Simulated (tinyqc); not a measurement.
# Worked calculation: reverse leakage of an n+-p junction: diffusion, generation, trap-assisted and band-to-band tunnelling

Program tinyqc, `OMP_NUM_THREADS=1 python tinyqc.py 2290079 2290080 out.jsonl`; Intel Xeon 2.30GHz, shared host, one thread, about 0.01 s. Printed values are rounded; ~0 in a residual or rate marks an entry under 1e-11 of the largest of its column.

One-sided abrupt junction in the depletion approximation, x from the junction (0) to W on the p side, field F = F0 (1 - x/W). Flat quasi-Fermi levels, long p side. Traps generate through SRH with both lifetimes shortened by 1 + Gamma (Hurkx enhancement, form for moderate fields); band-to-band generation is local and needs a total bending above Eg.

Values chosen for this exercise; band and dielectric values those of a made-up semiconductor: temperature T = 400 K; band gap Eg = 1.19 eV; relative permittivity eps_r = 10.5; conduction-band density of states at T Nc = 6.54e17 cm^-3; valence-band density of states at T Nv = 1.69e19 cm^-3; acceptor density of the lighter side Na = 1.1e16 cm^-3; donor density of the heavier side Nd = 1e20 cm^-3; SRH lifetime of both carriers at zero field tau = 3e-9 s; trap level above the intrinsic level Et = 0.06 eV; tunnelling mass mt = 0.1 m0; electron diffusion coefficient on the lighter side Dn = 17 cm^2/s; band-to-band prefactor Ab = 1.5e16 cm^-0.5 V^-2.5 s^-1; band-to-band field constant Bb = 1.21e7 V/cm; reverse bias VR = 0.4 V.

Constants: q = 1.602176634e-19 C, kB = 1.380649e-23 J/K, hbar = 1.054571817e-34 J s, m0 = 9.1093837015e-31 kg, Vt = kB T/q, eps0 = 8.8541878128e-14 F/cm where lengths are in cm. Results are converted to the units shown.

Range of the model: The n+ side is degenerate, so Vbi from Boltzmann statistics is only a guide.

## Field, scales and diffusion current

ni = sqrt(Nc Nv) exp(-Eg/(2 Vt)), Eg in volts; Vbi = Vt ln(Na Nd/ni^2); W = sqrt(2 eps0 eps_r (Vbi + VR)/(q Na)); F0 = 2 (Vbi + VR)/W; FG = sqrt(24 mt m0 (kB T)^3)/(q hbar); J_diff = q ni^2 sqrt(Dn/tau)(1 - exp(-VR/Vt))/Na.

ni = 1.059405e11 cm^-3
Vbi = 1.110467 V
W = 399.1978 nm
F0 = 75.67512 kV/cm
FG = 359.1522 kV/cm
J_diff = 1.230558e-8 A/cm^2

## Generation rates across the layer

u = (Vbi + VR)(1 - x/W)^2, p = Na exp(-u/Vt), n = Nd exp((u - Vbi - VR)/Vt); G0 = ni^2 (1 - exp(-VR/Vt))/(tau (n + p + 2 ni cosh(Et/Vt))); Gamma = 2 sqrt(3 pi)(F/FG) exp((F/FG)^2); trap-assisted part G0 Gamma; G_bb = Ab F^2.5 exp(-Bb/F) with F in V/cm, zero unless Vbi + VR > Eg. 12 equal steps.

| point | x (nm) | F (kV/cm) | Gamma | G0 (cm^-3 s^-1) | G0 Gamma (cm^-3 s^-1) | G_bb (cm^-3 s^-1) |
|---|---|---|---|---|---|---|
| 0 | 0.0000 | 75.67512 | 1.352451 | 3.741098e10 | 5.059651e10 | 8.558203e-42 |
| 1 | 33.2665 | 69.36886 | 1.230986 | 4.098993e13 | 5.045805e13 | 3.350307e-48 |
| 2 | 66.5330 | 63.06260 | 1.111856 | 2.433765e16 | 2.705997e16 | ~0 |
| 3 | 99.7994 | 56.75634 | 0.9948261 | 3.417951e18 | 3.400267e18 | ~0 |
| 4 | 133.0659 | 50.45008 | 0.8796672 | 5.983044e18 | 5.263087e18 | ~0 |
| 5 | 166.3324 | 44.14382 | 0.7661574 | 5.973559e18 | 4.576686e18 | ~0 |
| 6 | 199.5989 | 37.83756 | 0.6540795 | 4.591897e18 | 3.003466e18 | ~0 |
| 7 | 232.8654 | 31.53130 | 0.5432208 | 6.147993e17 | 3.339718e17 | ~0 |
| 8 | 266.1318 | 25.22504 | 0.4333725 | 4.395203e16 | 1.904760e16 | ~0 |
| 9 | 299.3983 | 18.91878 | 0.3243286 | 5.256139e15 | 1.704716e15 | ~0 |
| 10 | 332.6648 | 12.61252 | 0.2158860 | 1.148586e15 | 2.479637e14 | 0 |
| 11 | 365.9313 | 6.30626 | 0.1078432 | 4.610342e14 | 4.971942e13 | 0 |
| 12 | 399.1978 | 0.00000 | 0 | 3.400806e14 | 0 | 0 |

## Current components

Each current is q times the trapezoid sum of its rate; J adds J_diff; J_bb under 1e-8 of the sum is given as 0.

J_SRH = 1.100972e-5 A/cm^2
J_TAT = 8.861262e-6 A/cm^2
J_bb = 0 A/cm^2
J = 1.988329e-5 A/cm^2

A fine grid gives J = 1.965e-5 A/cm^2; the coarse sum is 1.2 % above it. On the fine grid the largest part is SRH generation (55.4 %). The simple estimate q ni W/(2 tau cosh(Et/Vt)) is 3.53 times the fine-grid J_SRH of 1.089e-5 A/cm^2, since near both edges n or p is large enough to quench generation.
